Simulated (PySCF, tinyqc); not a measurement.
Inside a calculation (part 2 of 2). Method: RHF in the sto-3g basis, for BeH+, spin multiplicity 1. The lowest restricted solution is unstable here: a spin-polarised one lies 0.0083 hartree lower (PySCF). Computed by tinyqc, a small Python program that keeps every step (integrals from PySCF). Command: `OMP_NUM_THREADS=1 python tinyqc.py 28856 28857 out.jsonl` (the two numbers bound the seeds that draw the settings). One thread of a shared host (Intel(R) Xeon(R) Processor @ 2.60GHz), about 0.06 s of CPU time with the checks.

Geometry (angstrom):
```
atom         x         y         z
Be    0.000000  0.000000  0.000000
H     0.000000  0.000000  1.846000
```

## Iteration 4: building the Fock matrix

D after iteration 3:
```
            1Be 1s     1Be 2s   1Be 2px   1Be 2py    1Be 2pz      2H 1s
1Be 1s    2.050890  -0.209504  0.000000  0.000000  -0.111294  -0.203475
1Be 2s   -0.209504   0.867238  0.000000  0.000000   0.352963   0.656781
1Be 2px   0.000000   0.000000  0.000000  0.000000   0.000000   0.000000
1Be 2py   0.000000   0.000000  0.000000  0.000000   0.000000   0.000000
1Be 2pz  -0.111294   0.352963  0.000000  0.000000   0.143993   0.267891
2H 1s    -0.203475   0.656781  0.000000  0.000000   0.267891   0.498401
```

core Hamiltonian H = T + V (hartree):
```
            1Be 1s     1Be 2s    1Be 2px    1Be 2py    1Be 2pz      2H 1s
1Be 1s   -8.153779  -2.006652   0.000000   0.000000  -0.009485  -0.179455
1Be 2s   -2.006652  -2.384682   0.000000   0.000000  -0.095550  -0.620626
1Be 2px   0.000000   0.000000  -1.894511   0.000000   0.000000   0.000000
1Be 2py   0.000000   0.000000   0.000000  -1.894511   0.000000   0.000000
1Be 2pz  -0.009485  -0.095550   0.000000   0.000000  -1.960465  -0.741969
2H 1s    -0.179455  -0.620626   0.000000   0.000000  -0.741969  -1.612284
```

Two-electron integrals (ij|kl) in chemists' order, unique and non-zero (hartree):
```
(11|11) 2.298831   (21|11) 0.392036   (21|21) 0.079539   (22|11) 0.570988
(22|21) 0.143041   (22|22) 0.417683   (31|31) 0.014607   (32|31) 0.021888
(32|32) 0.092265   (33|11) 0.569578   (33|21) 0.143083   (33|22) 0.417589
(33|33) 0.449859   (41|41) 0.014607   (42|41) 0.021888   (42|42) 0.092265
(43|43) 0.024249   (44|11) 0.569578   (44|21) 0.143083   (44|22) 0.417589
(44|33) 0.401360   (44|44) 0.449859   (51|51) 0.014607   (52|51) 0.021888
(52|52) 0.092265   (53|53) 0.024249   (54|54) 0.024249   (55|11) 0.569578
(55|21) 0.143083   (55|22) 0.417589   (55|33) 0.401360   (55|44) 0.401360
(55|55) 0.449859   (61|11) 0.033926   (61|21) 0.006881   (61|22) 0.012496
(61|33) 0.012416   (61|44) 0.012416   (61|51) 0.000624   (61|52) 0.001176
(61|55) 0.012662   (61|61) 0.000625   (62|11) 0.112200   (62|21) 0.028679
(62|22) 0.095503   (62|33) 0.091568   (62|44) 0.091568   (62|51) 0.003665
(62|52) 0.025355   (62|55) 0.103275   (62|61) 0.002749   (62|62) 0.037695
(63|31) 0.002191   (63|32) 0.011201   (63|53) 0.004024   (63|63) 0.002774
(64|41) 0.002191   (64|42) 0.011201   (64|54) 0.004024   (64|64) 0.002774
(65|11) 0.132924   (65|21) 0.034295   (65|22) 0.118998   (65|33) 0.112165
(65|44) 0.112165   (65|51) 0.005761   (65|52) 0.038796   (65|55) 0.132534
(65|61) 0.003384   (65|62) 0.052453   (65|65) 0.074245   (66|11) 0.286365
(66|21) 0.074267   (66|22) 0.277734   (66|33) 0.259527   (66|44) 0.259527
(66|51) 0.009347   (66|52) 0.087854   (66|55) 0.313752   (66|61) 0.007163
(66|62) 0.149209   (66|65) 0.217270   (66|66) 0.774606
```

nuclear repulsion = 1.14664618 hartree

J_ij = sum D_kl (ij|kl), K_ij = sum D_kl (ik|jl); F = H + J - 0.5 K; E = tr D H + tr D J / 2 - 0.25 tr D K + E_nn.

Coulomb J (hartree):
```
           1Be 1s    1Be 2s   1Be 2px   1Be 2py   1Be 2pz     2H 1s
1Be 1s   5.475098  1.005611  0.000000  0.000000  0.024505  0.088787
1Be 2s   1.005611  1.856003  0.000000  0.000000  0.157660  0.483736
1Be 2px  0.000000  0.000000  1.832804  0.000000  0.000000  0.000000
1Be 2py  0.000000  0.000000  0.000000  1.832804  0.000000  0.000000
1Be 2pz  0.024505  0.157660  0.000000  0.000000  1.893004  0.622221
2H 1s    0.088787  0.483736  0.000000  0.000000  0.622221  1.597716
```

exchange K (hartree):
```
            1Be 1s    1Be 2s   1Be 2px   1Be 2py    1Be 2pz     2H 1s
1Be 1s    4.617342  0.800417  0.000000  0.000000  -0.004043  0.068035
1Be 2s    0.800417  0.624856  0.000000  0.000000   0.312886  0.444350
1Be 2px   0.000000  0.000000  0.121654  0.000000   0.000000  0.000000
1Be 2py   0.000000  0.000000  0.000000  0.121654   0.000000  0.000000
1Be 2pz  -0.004043  0.312886  0.000000  0.000000   0.322207  0.391222
2H 1s     0.068035  0.444350  0.000000  0.000000   0.391222  0.775341
```

Fock matrix F (hartree):
```
            1Be 1s     1Be 2s    1Be 2px    1Be 2py    1Be 2pz      2H 1s
1Be 1s   -4.987352  -1.401250   0.000000   0.000000   0.017042  -0.124686
1Be 2s   -1.401250  -0.841108   0.000000   0.000000  -0.094333  -0.359065
1Be 2px   0.000000   0.000000  -0.122534   0.000000   0.000000   0.000000
1Be 2py   0.000000   0.000000   0.000000  -0.122534   0.000000   0.000000
1Be 2pz   0.017042  -0.094333   0.000000   0.000000  -0.228564  -0.315359
2H 1s    -0.124686  -0.359065   0.000000   0.000000  -0.315359  -0.402239
```

total energy of this density = -14.60594512 hartree

## Iteration 4: DIIS over 3 matrices

error matrix X^T (FDS - SDF) X:
```
           1          2         3         4          5          6
1   0.000000   0.002899  0.000000  0.000000   0.000194  -0.002030
2  -0.002899   0.000000  0.000000  0.000000  -0.004221   0.005722
3   0.000000   0.000000  0.000000  0.000000   0.000000   0.000000
4   0.000000   0.000000  0.000000  0.000000   0.000000   0.000000
5  -0.000194   0.004221  0.000000  0.000000   0.000000  -0.003840
6   0.002030  -0.005722  0.000000  0.000000   0.003840   0.000000
```

B (overlaps of the stored error matrices):
```
               1              2              3
1  1.1467969e-02  2.4358417e-03  9.4269126e-04
2  2.4358417e-03  9.6116170e-04  3.8519725e-04
3  9.4269126e-04  3.8519725e-04  1.5573823e-04
```

Minimise |sum c_i e_i|^2 with sum c_i = 1: solve [B -1; -1 0][c; lambda] = [0; -1] with B_ij = tr e_i^T e_j, and take F = sum c_i F_i.

DIIS coefficients: 0.009723  -0.697668  1.687945

extrapolated F (hartree):
```
            1Be 1s     1Be 2s    1Be 2px    1Be 2py    1Be 2pz      2H 1s
1Be 1s   -4.986267  -1.400546   0.000000   0.000000   0.016289  -0.124508
1Be 2s   -1.400546  -0.844771   0.000000   0.000000  -0.093691  -0.360400
1Be 2px   0.000000   0.000000  -0.122570   0.000000   0.000000   0.000000
1Be 2py   0.000000   0.000000   0.000000  -0.122570   0.000000   0.000000
1Be 2pz   0.016289  -0.093691   0.000000   0.000000  -0.224146  -0.312951
2H 1s    -0.124508  -0.360400   0.000000   0.000000  -0.312951  -0.404851
```

## Iteration 4: diagonalisation and new density

X:
```
                 1          2         3          4          5         6
1Be 1s    0.341305   0.748353  0.000000   0.000000   0.581850  0.246277
1Be 2s   -0.710826  -0.551686  0.000000   0.000000   0.435412  0.424248
1Be 2px   0.000000   0.000000  0.249680   0.968328   0.000000  0.000000
1Be 2py   0.000000   0.000000  0.968328  -0.249680   0.000000  0.000000
1Be 2pz  -0.685879   0.543485  0.000000   0.000000  -0.501035  0.385045
2H 1s     0.910865  -0.301696  0.000000   0.000000  -0.255511  0.528734
```

Diagonalise F' = X^T F X, C = X C', fill 2 alpha and 2 beta electrons from the bottom; D = 2 C_occ C_occ^T. Each column has its largest component positive (the first on a tie).

F' = X^T F X (hartree):
```
           1          2          3          4          5          6
1  -0.088135  -0.593828   0.000000   0.000000  -0.530654  -0.255960
2  -0.593828  -1.887883   0.000000   0.000000  -1.955867  -0.895112
3   0.000000   0.000000  -0.122570   0.000000   0.000000   0.000000
4   0.000000   0.000000   0.000000  -0.122570   0.000000   0.000000
5  -0.530654  -1.955867   0.000000   0.000000  -2.572125  -1.223361
6  -0.255960  -0.895112   0.000000   0.000000  -1.223361  -1.242610
```

orbital energies (hartree): MO1 -4.989039, MO2 -0.644263, MO3 -0.251616, MO4 -0.122570, MO5 -0.122570, MO6 0.094165

coefficients C:
```
               MO1        MO2        MO3       MO4        MO5        MO6
1Be 1s    0.993014  -0.201278  -0.198496  0.000000   0.000000   0.098659
1Be 2s    0.025997   0.667471   0.731918  0.000000   0.000000  -0.444186
1Be 2px   0.000000   0.000000   0.000000  0.728138  -0.685431   0.000000
1Be 2py   0.000000   0.000000   0.000000  0.685431   0.728138   0.000000
1Be 2pz  -0.002009   0.252016  -0.579313  0.000000   0.000000  -0.875204
2H 1s    -0.002800   0.499222  -0.395017  0.000000   0.000000   0.927509
```

D after iteration 4:
```
            1Be 1s     1Be 2s   1Be 2px   1Be 2py    1Be 2pz      2H 1s
1Be 1s    2.053178  -0.217063  0.000000  0.000000  -0.105439  -0.206525
1Be 2s   -0.217063   0.892388  0.000000  0.000000   0.336322   0.666288
1Be 2px   0.000000   0.000000  0.000000  0.000000   0.000000   0.000000
1Be 2py   0.000000   0.000000  0.000000  0.000000   0.000000   0.000000
1Be 2pz  -0.105439   0.336322  0.000000  0.000000   0.127032   0.251635
2H 1s    -0.206525   0.666288  0.000000  0.000000   0.251635   0.498461
```

Within a degenerate level the vectors are fixed only up to a rotation; this is one choice.

## Iteration 8 (converged): orbitals

converged F (hartree):
```
            1Be 1s     1Be 2s    1Be 2px    1Be 2py    1Be 2pz      2H 1s
1Be 1s   -4.986384  -1.400632   0.000000   0.000000   0.016229  -0.124515
1Be 2s   -1.400632  -0.844417   0.000000   0.000000  -0.093630  -0.360218
1Be 2px   0.000000   0.000000  -0.122568   0.000000   0.000000   0.000000
1Be 2py   0.000000   0.000000   0.000000  -0.122568   0.000000   0.000000
1Be 2pz   0.016229  -0.093630   0.000000   0.000000  -0.224545  -0.313114
2H 1s    -0.124515  -0.360218   0.000000   0.000000  -0.313114  -0.404800
```

As before.

F' = X^T F X (hartree):
```
           1          2          3          4          5          6
1  -0.088022  -0.593674   0.000000   0.000000  -0.530727  -0.255975
2  -0.593674  -1.887851   0.000000   0.000000  -1.955854  -0.895455
3   0.000000   0.000000  -0.122568   0.000000   0.000000   0.000000
4   0.000000   0.000000   0.000000  -0.122568   0.000000   0.000000
5  -0.530727  -1.955854   0.000000   0.000000  -2.572309  -1.223202
6  -0.255975  -0.895455   0.000000   0.000000  -1.223202  -1.242594
```

orbital energies (hartree): MO1 -4.989158, MO2 -0.643991, MO3 -0.251777, MO4 -0.122568, MO5 -0.122568, MO6 0.094151

coefficients C:
```
               MO1        MO2        MO3       MO4        MO5        MO6
1Be 1s    0.993010  -0.201139  -0.198599  0.000000   0.000000   0.098768
1Be 2s    0.026009   0.666928   0.732196  0.000000   0.000000  -0.444543
1Be 2px   0.000000   0.000000   0.000000  0.584445   0.811433   0.000000
1Be 2py   0.000000   0.000000   0.000000  0.811433  -0.584445   0.000000
1Be 2pz  -0.001994   0.252525  -0.579594  0.000000   0.000000  -0.874871
2H 1s    -0.002808   0.499470  -0.394120  0.000000   0.000000   0.927757
```

D after iteration 8:
```
            1Be 1s     1Be 2s   1Be 2px   1Be 2py    1Be 2pz      2H 1s
1Be 1s    2.053053  -0.216635  0.000000  0.000000  -0.105545  -0.206501
1Be 2s   -0.216635   0.890939  0.000000  0.000000   0.336729   0.666076
1Be 2px   0.000000   0.000000  0.000000  0.000000   0.000000   0.000000
1Be 2py   0.000000   0.000000  0.000000  0.000000   0.000000   0.000000
1Be 2pz  -0.105545   0.336729  0.000000  0.000000   0.127546   0.252269
2H 1s    -0.206501   0.666076  0.000000  0.000000   0.252269   0.498957
```

Within a degenerate level the vectors are fixed only up to a rotation; this is one choice.

## Convergence

Stop when the energy changes by less than 1e-09 hartree and every element of the error matrix X^T (F D S - S D F) X is below 9e-06.

Course of the cycle:
```
iteration   E (hartree)     change  largest element of the error matrix
1          -14.35897845          -                             3.50e-01
2          -14.60011898  -2.41e-01                             5.96e-02
3          -14.60511143  -4.99e-03                             1.45e-02
4          -14.60594512  -8.34e-04                             5.72e-03
5          -14.60609606  -1.51e-04                             2.51e-04
6          -14.60609636  -2.94e-07                             4.19e-05
7          -14.60609637  -1.05e-08                             1.39e-06
8          -14.60609637  -9.63e-12                             1.12e-07
```

PySCF RHF in the same basis = -14.60609637 hartree

Converged in 8 iterations.

## Populations, bond orders and dipole

overlap S:
```
           1Be 1s    1Be 2s   1Be 2px   1Be 2py   1Be 2pz     2H 1s
1Be 1s   1.000000  0.259517  0.000000  0.000000  0.000000  0.022788
1Be 2s   0.259517  1.000000  0.000000  0.000000  0.000000  0.277087
1Be 2px  0.000000  0.000000  1.000000  0.000000  0.000000  0.000000
1Be 2py  0.000000  0.000000  0.000000  1.000000  0.000000  0.000000
1Be 2pz  0.000000  0.000000  0.000000  0.000000  1.000000  0.361192
2H 1s    0.022788  0.277087  0.000000  0.000000  0.361192  1.000000
```

Mulliken: Z minus the diagonal of D S on the atom; Loewdin: the same with S^(1/2) D S^(1/2); Mayer order: 2 sum_s sum (D(s) S)_ij (D(s) S)_ji over the two atoms.

Charges (e):
```
atom  Mulliken   Loewdin
1Be   0.769930  0.787433
2H    0.230070  0.212567
```

Mayer bond orders:
```
pair     order
2-1   0.947068
```

dipole moment about the origin, x y z (debye): 0.000000  0.000000  -1.089223
